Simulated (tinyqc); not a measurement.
Grain growth, pinning, strength and diffusional creep of a polycrystal or thin film: one step, computed by the program tinyqc.

One mean grain size d describes the structure.

Problem. Grain size after the anneal. dd/dt = 2 M gamma (1/d - 1/d_lim) integrates to 2 M gamma t = d_lim (d0 - d) + d_lim^2 ln[(d_lim - d0)/(d_lim - d)]; without pinning d^2 = d0^2 + 4 M gamma t.

Inputs (values chosen for the exercise, modelled on polycrystalline silicon):

| quantity | value | unit |
|---|---|---|
| boundary energy gamma | 0.6 | J/m^2 |
| anneal temperature T | 1245 | K |
| anneal time t | 480 | s |
| initial grain size d0 | 32 | nm |

mobility M = 2.507925e-18 m^4/(J s)

limit d_lim = 1580.247 nm

Give: size without pinning; grain size d.

Solution.

size without pinning = 62.555 nm

grain size d = 61.841 nm

Pinning holds d to 99 % of the free value.
